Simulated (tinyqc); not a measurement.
# Hot carriers by balance equations with a heated Maxwellian, step by step

A worked calculation. Computed by tinyqc, a small Python program that keeps every step. Command: `OMP_NUM_THREADS=1 python tinyqc.py 3029438 3029439 out.jsonl hot walk`. One thread of a shared host (Intel(R) Xeon(R) Processor @ 2.30GHz), about 0.01 s of CPU time with the checks. Intermediate numbers are printed to about 7 digits and carried at full precision; extremes and crossings named in words are read from the listed rows.

The carriers follow a Maxwellian at an electron temperature T_e, slightly displaced; the drift energy is neglected against k_B T_e. The balance averages the rate, not the time, so mu_0 lies below the relaxation-time value.

Inputs (values chosen for the exercise, modelled on electrons in diamond):

| quantity | value | unit |
|---|---|---|
| effective mass m | 0.492 | m_0 |
| density rho | 3515 | kg/m^3 |
| sound velocity v_l | 18700 | m/s |
| acoustic deformation potential D_A | 8.9 | eV |
| phonon energy hbar w | 138 | meV |
| optical or intervalley deformation potential D_o | 9.2 | 1e8 eV/cm |
| final valleys Z_f | 5 | - |
| lattice temperature T | 300 | K |
| electric field F | 1.7 | kV/cm |
| mixing | 0.2 | - |
| iteration cap | 300 | - |

Band: parabolic. Solver: damped fixed point.

Constants: k_B = 8.617333262e-05 eV/K; k_B = 1.380649e-23 J/K; e = 1.602176634e-19 C; hbar = 1.054571817e-34 J s; m_0 = 9.1093837015e-31 kg; hbar = 6.582119569e-16 eV s.

## Equilibrium values

Parabolic band: E = hbar^2 k^2/(2 m), speed v = hbar k/m, states per spin, volume and energy g(E) = m k/(2 pi^2 hbar^2). Masses are multiplied by m_0 and all formulas are in SI units. Phonon occupation N_q = 1/(exp(hbar w/(k_B T)) - 1). Acoustic deformation potential (elastic, equipartition, absorption and emission together): 1/tau = 2 pi k_B T D_A^2 g(E)/(hbar rho v_l^2). Optical or intervalley deformation potential: 1/tau = (pi Z_f D_o^2/(rho w)) [N_q g(E + hbar w) + (N_q + 1) g(E - hbar w)], with g = 0 below the band edge. Averages over the Maxwellian, <y> = int y x^(1/2) exp(-x) dx / int x^(1/2) exp(-x) dx with x = E/(k_B T_e), split at x_0 = hbar w/(k_B T_e): 64 Gauss-Legendre points in sqrt(x) below it and 128 in sqrt(x - x_0) above it, up to x = 32. Momentum balance: mu(T_e) = e/(m nu), nu = <x (sum of rates)>/<x>. Power lost per carrier: P(T_e) = hbar w <emission rate - absorption rate> + <(2 m v_l^2/(k_B T)) (E - 2 k_B T) acoustic rate>. Energy relaxation time at weak heating: tau_E = (3/2) k_B / (dP/dT_e), the derivative by a central difference of +/- 0.5 K at T_e = T.

low-field mobility mu_0 = 3203.093 cm^2/(V s)

energy relaxation time tau_E = 0.7351039 ps

Energy and momentum relax at comparable rates here.

## Balance functions

The field that sustains T_e follows from e mu F^2 = P.

Against the electron temperature:

| T_e (K) | mu (cm^2/(V s)) | P optical (1e9 eV/s) | P acoustic (1e9 eV/s) | F (kV/cm) | drift velocity (1e7 cm/s) |
|---|---|---|---|---|---|
| 330 | 2706.898 | 5.985203e+00 | 2.229867e-01 | 1.5144 | 0.409938 |
| 390 | 1952.784 | 2.372839e+01 | 7.272364e-01 | 3.5389 | 0.691061 |
| 480 | 1282.464 | 6.436746e+01 | 1.613593e+00 | 7.1728 | 0.919882 |
| 600 | 840.018 | 1.397911e+02 | 3.006752e+00 | 13.0382 | 1.095229 |
| 900 | 446.265 | 3.837019e+02 | 7.365009e+00 | 29.6025 | 1.321059 |
| 1500 | 251.411 | 8.979150e+02 | 1.901637e+01 | 60.3915 | 1.518311 |
| 2400 | 170.310 | 1.548663e+03 | 4.209453e+01 | 96.6456 | 1.645970 |
| 3600 | 129.046 | 2.228364e+03 | 8.101510e+01 | 133.7753 | 1.726312 |

Optical phonons take 96 % of the power in the first row and 96 % in the last. The velocity grows as F^0.62 at first and as F^0.15 at the end, so it levels off; if optical phonons alone set both balances the limit at high T_e would be sqrt(3 hbar w tanh(hbar w/2 k_B T)/(4 m)) = 1.91 in the same unit. Rows above 1400 K (k_B T_e > 0.12 eV) stretch the parabolic band.

## First iteration

Fixed point: T_out = T + (T_e - T) e mu(T_e) F^2/P(T_e), T_new = T_e + mixing (T_out - T_e). Start at T_e = 1.5 T.

mu at the start = 1459.897 cm^2/(V s)

P at the start = 5.037475e+10 eV/s

new T_e = 422.5126 K

## The whole iteration

Start at T_e = 1.5 T; stop when T_e moves by less than 1e-6 K or exceeds 1e6 K.

Course of the iteration:

| iteration | T_e (K) | mu (cm^2/(V s)) | step (K) |
|---|---|---|---|
| 1 | 450.0000 | 1459.897 | 2.748737e+01 |
| 2 | 422.5126 | 1659.354 | 2.137633e+01 |
| 3 | 401.1363 | 1844.391 | 1.647089e+01 |
| 4 | 384.6654 | 2007.876 | 1.256903e+01 |
| 5 | 372.0964 | 2146.291 | 9.501755e+00 |
| 6 | 362.5946 | 2259.370 | 7.121599e+00 |
| 7 | 355.4730 | 2349.118 | 5.298112e+00 |
| ... | ... | ... | ... |
| 50 | 335.6074 | 2623.104 | 5.488467e-06 |
| 51 | 335.6074 | 2623.104 | 3.976246e-06 |
| 52 | 335.6074 | 2623.104 | 2.880683e-06 |
| 53 | 335.6074 | 2623.104 | 2.086977e-06 |
| 54 | 335.6074 | 2623.104 | 1.511959e-06 |
| 55 | 335.6074 | 2623.104 | 1.095374e-06 |
| 56 | 335.6074 | 2623.104 | 7.935686e-07 |

electron temperature T_e = 335.6074 K

Converged in 56 iterations.

## Drift velocity

v = mu(T_e) F; warm-carrier coefficient (mu/mu_0 - 1)/F^2.

mobility mu(T_e) = 2623.104 cm^2/(V s)

drift velocity = 0.4459277 1e7 cm/s

mu/mu_0 = 0.8189286

(mu/mu_0 - 1)/F^2 = -0.06265446 cm^2/kV^2

T_e/T = 1.12; the simple estimate T + (2/3) e mu_0 F^2 tau_E/k_B would give 353 K, too high since mu falls and tau_E changes as the gas heats. Caution: the drift energy m v^2/2 is not small against the heating (3/2) k_B (T_e - T), so T_e - T is rough.

Checks made by the program: detailed balance, P(T_e = T) = 0, on the scale of P at 1.1 T (relative difference below 1e-10).
